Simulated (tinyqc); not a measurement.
Two-dimensional dopant profile at a mask edge: lateral junction, overlap and effective channel length: one step, computed by the program tinyqc.

Ions enter for y < 0; the mask (spacer, then gate) covers y > 0. x is the depth. The surface reflects dopant during the anneal.

Task: Widths and vertical profile. Widths s_x^2 = (vertical straggle)^2 + 2 D t, s_y^2 = (lateral straggle)^2 + 2 D t. C(x, y) = V(x) (1/2) erfc(y/(sqrt2 s_y)), V(x) = Q/(sqrt(2 pi) s_x) [exp(-(x - R_p)^2/(2 s_x^2)) + exp(-(x + R_p)^2/(2 s_x^2))]; 1 nm = 1e-7 cm. The vertical junction far from the mask solves V(x) = C_B.

Inputs (values chosen for the exercise, modelled on a source-drain extension in silicon): dose Q = 1.3e+14 1/cm^2; projected range R_p = 4.1 nm; vertical straggle = 1.9 nm; lateral straggle = 1 nm; anneal budget D t = 4.4e-15 cm^2; channel doping C_B = 1.4e+17 1/cm^3.

Give: s_x; s_y; V at the surface; V at R_p; vertical junction x_j.

Result:

s_x = 2.119 nm

s_y = 1.371 nm

V at the surface = 7.530e+19 1/cm^3

V at R_p = 2.449e+20 1/cm^3

vertical junction x_j = 12.29 nm
